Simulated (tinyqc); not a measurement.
Choosing the metal: Schottky barrier with interface states (Cowley-Sze model), image lowering and contact resistance. Computed by tinyqc, a small Python program. Command: `OMP_NUM_THREADS=1 python tinyqc.py 3000847 3000848 out.jsonl pinning walk`. One thread of a shared host (Intel(R) Xeon(R) Processor @ 2.30GHz), about 0.01 s of CPU time with the checks.

An n-type semiconductor under a metal. The barrier lies between the Schottky-Mott limit phi_M - chi and the Bardeen limit E_g - E_n, E_n being the neutrality level of the interface states; the space-charge term of the full Cowley-Sze expression is left out.

Inputs (values chosen for the exercise, with gap, mass and screening modelled on GaSb):

| quantity | value | unit |
|---|---|---|
| gap E_g | 0.73 | eV |
| electron affinity chi | 4 | eV |
| metal work function phi_M | 4.37 | eV |
| neutrality level E_n above the valence band | 0.459 | eV |
| interface-state density D | 2.4e+13 | cm^-2 eV^-1 |
| dipole layer thickness delta | 0.54 | nm |
| dipole layer constant eps_i | 2 | - |
| dielectric constant eps_s | 15.4 | - |
| electron mass m_e | 0.0378 | m_0 |
| valleys M_c | 1 | - |
| donor density N | 1.7e+15 | cm^-3 |
| temperature T | 300 | K |

Pinning factor from: interface states.

Constants: e = 1.602176634e-19 C; eps_0 = 8.8541878128e-12 F/m; k_B = 8.617333262e-05 eV/K; hbar = 1.054571817e-34 J s; m_0 = 9.1093837015e-31 kg; k_B = 1.380649e-23 J/K; h = 6.62607015e-34 J s.

Method:
- S = 1/(1 + e^2 D delta/(eps_i eps_0)); for D per eV, e^2 D is the number e x D in SI units, with 1 cm^-2 = 1e4 m^-2.
- phi_B = S (phi_M - chi) + (1 - S)(E_g - E_n); the hole barrier is E_g - phi_B.
- A* = 4 pi e m_e M_c k_B^2/h^3 (a simple valley count); J_s = A* T^2 exp(-phi/k_B T).
- E_00 = (e hbar/2) sqrt(N/(m_e eps_s eps_0)), E_0 = E_00 coth(E_00/k_B T); scaling form of the contact resistivity rho_c = (k_B/(e A* T)) exp(phi_B/E_0), which is the thermionic result when E_00 << k_B T and keeps only the leading exponential of tunnelling when E_00 >> k_B T; image lowering is left out of it.

pinning factor S = 0.460286

Bardeen barrier = 0.271 eV

E_0 = 0.0258650 eV

Against work function:

| phi_M (eV) | Schottky-Mott (eV) | phi_B (eV) | J_0 (A/cm^2) | rho_c (ohm cm^2) |
|---|---|---|---|---|
| 4.00 | 0.00 | 0.14626 | 1.4270e+03 | 1.8064e-05 |
| 4.10 | 0.10 | 0.19229 | 2.4054e+02 | 1.0707e-04 |
| 4.21 | 0.21 | 0.24292 | 3.3933e+01 | 7.5827e-04 |
| 4.31 | 0.31 | 0.28895 | 5.7197e+00 | 4.4945e-03 |
| 4.42 | 0.42 | 0.33958 | 8.0688e-01 | 3.1829e-02 |
| 4.52 | 0.52 | 0.38561 | 1.3601e-01 | 1.8866e-01 |
| 4.63 | 0.63 | 0.43624 | 1.9186e-02 | 1.3361e+00 |
| 4.73 | 0.73 | 0.48227 | 3.2340e-03 | 7.9193e+00 |

What follows from these numbers?

A span of 0.73 eV in work function moves the barrier by 0.336 eV (slope S = 0.460) and rho_c by 5.6 decades. The barrier equals its Schottky-Mott value only at phi_M = chi + E_g - E_n = 4.27 eV, where the interface states are neutral.
